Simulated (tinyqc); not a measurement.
Defect equilibria of an oxide against oxygen pressure (mass action): one step, computed by the program tinyqc.

Defects: oxygen vacancies V (charge +2), electrons n, holes p, the ionic partner X = O_i'' (charge -2), and the dopant. Activities are taken equal to concentrations.

Task: Conductivities. sigma_n = e n mu_n, sigma_p = e p mu_p, sigma_ion = 2 e [V] mu_V with mu_V = 2 e D/(k_B T) and D = D_0 exp(-E_m/k_B T); only the oxygen vacancies carry ionic current, and the ionic transport number is sigma_ion over the total.

Inputs (values chosen for the exercise, for a model oxide): temperature T = 1200 K; electron mobility mu_n = 0.21 cm^2/(V s); hole mobility mu_p = 0.28 cm^2/(V s); vacancy diffusion prefactor D_0 = 0.2 cm^2/s; vacancy migration energy E_m = 0.78 eV.

Ionic disorder: anion Frenkel. Dopant (singly charged, fully ionised): acceptor.

n = 4.903591e+19 cm^-3

[V] = 2.460809e+19 cm^-3

p = 1.082617e+12 cm^-3

Constants: k_B = 8.617333262e-05 eV/K; e = 1.602176634e-19 C.

Give: sigma_n; sigma_p; sigma_ion; total conductivity; ionic transport number.

Result:

sigma_n = 1.650 S/cm

sigma_p = 4.857e-08 S/cm

sigma_ion = 0.01616 S/cm

total conductivity = 1.666 S/cm

ionic transport number = 0.009700

The conductor is mainly n-type electronic here.
